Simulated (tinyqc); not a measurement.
Interdiffusion in a binary couple: Darken equations, Kirkendall shift and Boltzmann-Matano analysis: one step, computed by the program tinyqc.

x is the mole fraction of B; the molar volume is constant, and the two halves are long enough to count as infinite.

Question. Boltzmann-Matano diffusivity. D~(x) = area/(2 t slope), with z counted from the original interface (the Matano plane); 1 um^2 = 1e-12 m^2.

Inputs (values chosen for the exercise, for a model alloy A-B): temperature T = 1410 K; time t = 84000 s.

area -int z dx from x_L to the local x = 22.87265 um

slope dx/dz at the local x = 0.001212374 1/um

Give: D~ from the profile.

Answer.

D~ from the profile = 1.1230e-13 m^2/s
